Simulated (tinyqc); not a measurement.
Long-channel MOSFET, surface-potential model: two steps of the calculation.

n-channel transistor on a uniformly doped p-type body, gradual-channel approximation, constant mobility, Boltzmann statistics, full ionisation. Potentials are counted from the neutral body; V is the electron quasi-Fermi potential, Vsb at the source and Vsb + Vds at the drain. Charges are magnitudes per area.

Parameters, values chosen for the exercise; material values close to those of silicon: temperature T = 300 K; band gap Eg = 1.12 eV; relative permittivity of the semiconductor eps_r = 11.7; conduction-band density of states at T Nc = 2.8e19 cm^-3; valence-band density of states at T Nv = 2.64e19 cm^-3; acceptor density of the body Na = 3e17 cm^-3; relative permittivity of the gate insulator eox = 21.4; insulator thickness tox = 9.9 nm; flat-band voltage Vfb = -0.48 V; channel mobility mu = 550 cm^2/(V s); gate width W = 5 um; gate length L = 5 um; source-body reverse bias Vsb = 0 V; drain-source voltage Vds = 0.5 V.

Constants: q = 1.602176634e-19 C, kB = 1.380649e-23 J/K, Vt = kB T/q, eps0 = 8.8541878128e-14 F/cm where lengths are in cm. Results are converted to the units shown.

Problem 1. Body potential, insulator capacitance and body factor. ni = sqrt(Nc Nv) exp(-Eg/(2 Vt)), Eg in volts; phiF = Vt ln(Na/ni); Cox = eps0 eox/tox; gamma = sqrt(2 q eps0 eps_r Na)/Cox. VT = Vfb + 2 phiF + gamma sqrt(2 phiF + Vsb), m = 1 + gamma/(2 sqrt(2 phiF + Vsb)).

Find: ni; phiF; Cox; gamma; VT; m.

Solution 1.

ni = 1.064e10 cm^-3
phiF = 0.4435 V
Cox = 1.914 uF/cm^2
gamma = 0.1649 V^0.5
VT = 0.5623 V
m = 1.088

Problem 2. Pao-Sah current by Simpson's rule. I = mu (W/L) integral of Qi dV; Simpson's rule on the 11 points, step Vds/10, weights 1, 4, 2, ..., 4, 1 times step/3.

Qi, Pao-Sah, point 0 to 10 (nC/cm^2): [0.27265541, 0.039594862, 0.0057274943, 8.2802494e-4, 1.1969787e-4, 1.7303114e-5, 2.5012746e-6, 3.6157497e-7, 5.2267933e-8, 7.5556581e-9, 1.0922178e-9]

Wanted: Pao-Sah current.

Solution 2.

Pao-Sah current = 0.004089 uA

Gauss-Legendre quadrature on many points gives 0.003887 uA, so this value is 5.2 % above it; the charge-sheet current, 0.003820 uA, is 1.7 % below it.

Computed by the program tinyqc: `OMP_NUM_THREADS=1 python tinyqc.py 2360046 2360047 out.jsonl`, one thread of a shared Intel Xeon 2.30GHz, about 0.04 s for the whole run.
